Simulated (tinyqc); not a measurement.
Surface potential of a MOS transistor: implicit equation and explicit approximations: one step of the calculation.

p-type body, charge-sheet picture, depletion and inversion only, full ionisation (an idealisation for deep acceptors), Boltzmann statistics (rough once Na exp(x - xn) passes about Nc/7). In units of Vt: xg = (Vg - Vfb)/Vt, x = psi/Vt, G = gamma/sqrt(Vt), xn = (2 phiF + Vc)/Vt. The implicit equation is (xg - x)^2 = G^2 [x - 1 + exp(x - xn)] for x above about 3. Cox = eps0 eox/tox.

Problem. Potential, charges and gate control. psi = Vt x; N_dep = Cox Vt G sqrt(x - 1)/q; N_inv = (Cox Vt G/q) [sqrt(x - 1 + exp(x - xn)) - sqrt(x - 1)]; dpsi/dVg = 1/[1 + G^2 (1 + exp(x - xn))/(2 (xg - x))].

Inputs (values chosen for the exercise); band and dielectric values close to those of silicon: temperature T = 250 K; relative permittivity of the gate insulator (close to aluminium oxide) eox = 8.81; insulator thickness tox = 17 nm; channel-body voltage Vc = 0 V.

Constants: q = 1.602176634e-19 C, kB = 1.380649e-23 J/K, Vt = kB T/q, eps0 = 8.8541878128e-14 F/cm where lengths are in cm. Results are converted to the units shown.

converged x = 36.073779
G = 3.3925113
xn = 42.278689
xg = 56.165868

Find: psi; N_dep; N_inv; dpsi/dVg.

Solution.

psi = 0.77715 V
N_dep = 1.2396e12 cm^-2
N_inv = 3.5687e7 cm^-2
dpsi/dVg = 0.77701

psi lies 6.2 Vt below 2 phiF + Vc.

Program tinyqc, `OMP_NUM_THREADS=1 python tinyqc.py 2122236 2122237 out.jsonl`; Intel Xeon 2.30GHz, shared host, one thread, about 0.01 s.
